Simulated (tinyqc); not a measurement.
Charge neutrality of a doped semiconductor with incomplete ionisation: one step, computed by the program tinyqc.

Energies are counted from the top of the valence band; E_D is measured down from the conduction band and E_A up from the valence band.

Problem. The closed form for the extrinsic range. With Boltzmann statistics, no holes and every acceptor ionised, n (n + N_A) = n1 (N_D - N_A - n) with n1 = (N_c/g_D) exp(-E_D/k_B T). Take the positive root.

Inputs (values chosen for the exercise, modelled on germanium):
```
quantity                value   unit
donor density N_D     2.9e+16  cm^-3
acceptor density N_A        0  cm^-3
donor depth E_D        0.0124     eV
donor degeneracy g_D        2      -
temperature T             250      K
```

Doping: n-type. Statistics of the bands: Fermi-Dirac.

N_c = 7.612334e+18 cm^-3

k_B T = 0.02154333 eV

Give: n1; n from the quadratic.

Solution.

n1 = 2.140e+18 cm^-3

n from the quadratic = 2.862e+16 cm^-3
